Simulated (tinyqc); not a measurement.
Strained quantum well: band edges, subbands and transparency: sweeps and comparisons. A value that a table varies takes the place of the one given here.

Growth on (001), barriers unstrained: tr(e) = e (2 - nu2), Z = b e (1 + nu2); Ec = Ev + Eg + ac tr(e), E_HH = Ev + av tr(e) + Z, E_LH = Ev + av tr(e) - Z (coupling to the split-off band left out).

Masses along z: me, 1/(g1 - 2 g2) for HH, 1/(g1 + 2 g2) for LH, likewise in the barrier; in the plane me, 1/(g1 + g2) for HH and 1/(g1 - g2) for LH (no mixing, which understates the hole masses away from k = 0). Level n solves k L + 2 atan[(k/m)/(kappa/mb)] = n pi, k = sqrt(m E/c), kappa = sqrt(mb (V - E)/c), c = hbar^2/2m0.

Transparency (Bernard-Duraffourg): Fc - Fv equals the lowest transition energy with n = p, n = sum m/(2 pi c) kB T ln(1 + exp((Fc - E)/kB T)) and p likewise over the listed subbands; c = hbar^2/2m0, 1/angstrom^2 = 1e16/cm^2.

Constants: hbar^2/2m0 = 3.80998211 eV angstrom^2; kB = 8.617333262e-05 eV/K; hc = 1239.841984 eV nm.

Values chosen for the exercise (near those of an InGaAs/InP well; not measured data): nu2 = 0.983 (2 C12/C11); Eg = 0.825 eV (unstrained gap of the well); Ev = -0.614 eV (its valence edge); ac = -6.25 eV; av = 1.09 eV (Ev moves by av tr(e)); b = -1.91 eV (shear potential); Egb = 1.349 eV (gap of the barrier); Evb = -0.94 eV (its valence edge); L = 92 angstrom (well width); me = 0.0467 m0 (electron mass); g1 = 12.71 (gamma1); g2 = 4.89 (gamma2); meb = 0.08 m0; g1b = 5.08; g2b = 1.6; T = 300 K (temperature); es = (-0.02, -0.014, -0.008, -0.003, 0, 0.003, 0.007, 0.012) (strains); e = 0.0067 (strain in the plane); Ls = (25, 35, 50, 65, 85, 110, 150) angstrom (widths).

## Strain as a design knob

Only the strain is changed; the unstrained gap and the masses are kept.

Results:

| e (%) | wavelength (nm) | top hole | hh1 - lh1 (meV) | n_tr (1e12/cm^2) | share in top |
|---|---|---|---|---|---|
| -2.0 | 1328 | hh1 | 178 | 0.458 | 0.69 |
| -1.4 | 1352 | hh1 | 134 | 0.480 | 0.68 |
| -0.8 | 1380 | hh1 | 90 | 0.481 | 0.65 |
| -0.3 | 1404 | hh1 | 54 | 0.512 | 0.56 |
| 0.0 | 1420 | hh1 | 32 | 0.559 | 0.45 |
| 0.3 | 1436 | hh1 | 10 | 0.641 | 0.33 |
| 0.7 | 1493 | lh1 | -20 | 0.631 | 0.76 |
| 1.2 | 1596 | lh1 | -57 | 0.581 | 0.92 |

What can be read from the table?

n_tr is largest at e = +0.3 % (0.64), where hh1 - lh1 = 10 meV and the top subband holds 33 % of the holes, and smallest, 0.46, at -2.0 %. The top hole level turns from hh to lh, and the light from TE to TM, between +0.3 and +0.7 %. The wavelength runs from 1328 to 1596 nm.

## Width of the well

All levels anew.

Results:

| L (angstrom) | wavelength (nm) | top hole | hh1 - lh1 (meV) | n_tr (1e12/cm^2) | share in top | n_tr/L (1e18/cm^3) |
|---|---|---|---|---|---|---|
| 25 | 1217 | hh1 | 53 | 0.446 | 0.73 | 1.78 |
| 35 | 1289 | hh1 | 35 | 0.494 | 0.58 | 1.41 |
| 50 | 1361 | hh1 | 13 | 0.583 | 0.40 | 1.17 |
| 65 | 1410 | lh1 | -2 | 0.657 | 0.67 | 1.01 |
| 85 | 1471 | lh1 | -14 | 0.638 | 0.73 | 0.75 |
| 110 | 1521 | lh1 | -24 | 0.642 | 0.75 | 0.58 |
| 150 | 1567 | lh1 | -34 | 0.694 | 0.73 | 0.46 |

How do the results move?

The wavelength tunes by 350 nm. The sheet density at transparency changes from 0.45 to 0.69, the top hole subband holding 0.73 and 0.73 of the holes at the ends, while the volume density falls by a factor 3.9. Critical thickness and carrier escape are left out.

## What each parameter does

Edge wavelength, hh1 - lh1 and n_tr. Each row changes one parameter from the base and keeps the others.

Results:

| case | wavelength (nm) | hh1 - lh1 (meV) | n_tr (1e12/cm^2) |
|---|---|---|---|
| base | 1487.5 | -17.7 | 0.636 |
| L = 84 angstrom | 1468.8 | -13.9 | 0.638 |
| e = 0.0047 | 1450.4 | -3.0 | 0.678 |
| Eg = 0.805 eV | 1522.0 | -17.7 | 0.635 |
| b = -2.2 eV | 1494.2 | -25.3 | 0.620 |
| ac = -5.62 eV | 1480.4 | -17.7 | 0.636 |
| me = 0.0514 m0 | 1490.3 | -17.7 | 0.675 |
| g1 = 13.47 | 1486.6 | -18.9 | 0.609 |
| T = 340 K | 1487.5 | -17.7 | 0.737 |

What does this show?

The largest shifts from the base row, up to three for each result and ties (the steps differ in size, so this ranks the rows, not the parameters). wavelength (nm): e -37.2, Eg +34.5, L -18.8; unchanged at the printed digits by T. hh1 - lh1 (meV): e +14.7, b -7.5, L +3.8; unchanged at the printed digits by Eg, ac, me and T. n_tr (1e12/cm^2): T +0.101, e +0.042, me +0.039; unchanged at the printed digits by ac.

(tinyqc, `OMP_NUM_THREADS=1 python tinyqc.py 1280785 1280786 out.jsonl`, Intel(R) Xeon(R) Processor @ 2.30GHz, 1 thread, shared host, about 0.01 s.)
